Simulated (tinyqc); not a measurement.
# Transistor under a ferroelectric capacitor (negative capacitance), static model: effect of the remanent polarisation

A ferroelectric film of thickness tf lies between the gate and an inner metal at potential v, which drives an ordinary transistor. One domain, P = Q (background permittivity neglected): Vg = v + tf (2 al Q + 4 be Q^3), al = -3 sqrt(3) Ec/(4 Pr), be = 3 sqrt(3) Ec/(8 Pr^3). Gate charge Q(v) = Qi + Cp v with the channel charge Qi = Cox n Vt ln(1 + exp((v - VT)/(n Vt))). Q in uC/cm^2, E in kV/cm; 1 nm times 1 kV/cm is 1e-4 V. Domains, leakage and the switching time are left out.

C = dQ/dv = Cox/(1 + exp(-(v - VT)/(n Vt))) + Cp; dVg/dv = 1 + C tf (2 al + 12 be Q^2); gain = dv/dVg. The largest gain is taken over -0.3 V < v < 2.5 V, tc is the thickness at which dVg/dv first touches zero, the swing is n Vt ln 10 (1 + 2 al tf Cp), v solves Vg(v) = Vg, and the last column compares Qi(v) with Qi(Vg) of the transistor without the film.

Inputs (values chosen for the exercise); Pr and Ec close to those of hafnium oxide based films: temperature T = 300 K; coercive field Ec = 1500 kV/cm; capacitance of the inner oxide Cox = 2.4 uF/cm^2; overlap capacitance per gate area Cp = 0.83 uF/cm^2; threshold of the inner transistor VT = 0.26 V; subthreshold factor of the inner transistor n = 1.27; ferroelectric thickness tf = 7.6 nm; gate voltage Vg = 0.65 V.

Constants: q = 1.602176634e-19 C, kB = 1.380649e-23 J/K, Vt = kB T/q. Results are converted to the units shown.

Results:
```
Pr (uC/cm^2),tc (nm),largest gain,swing (mV/decade),v at Vg (V),Qi with/without film
10,8.120,15.62,57.01,1.766,3.863
13,10.48,3.641,61.30,1.521,3.232
16,12.84,2.449,63.98,1.256,2.555
20,16.00,1.904,66.31,1.054,2.035
31,24.71,1.444,69.60,0.8525,1.519
39,31.06,1.324,70.83,0.7980,1.379
```

Estimate the missing row, Pr = 25 uC/cm^2.

Computed row:
```
Pr (uC/cm^2),tc (nm),largest gain,swing (mV/decade),v at Vg (V),Qi with/without film
25,19.96,1.615,68.16,0.9290,1.715
```

With this row back in the table: As Pr goes from 10 to 39 uC/cm^2, the largest gain falls from 15.6 to 1.32, the swing rises from 57.0 to 70.8 mV a decade and tc rises from 8.12 to 31.1 nm. At Pr = 8.1 uC/cm^2 tf is within 2 % of tc or beyond it, so those rows are left out. For Pr = 10 to 20 uC/cm^2 the gate charge passes 2.5 uC/cm^2, about what a silicon dioxide interlayer withstands. At Pr = 10 uC/cm^2 the gain relies on a single-domain state close to the fold, which domains would spoil.

Numbers from tinyqc (`OMP_NUM_THREADS=1 python tinyqc.py 2860151 2860152 out.jsonl`; about 0.03 s on one thread of a shared Intel Xeon 2.30GHz).
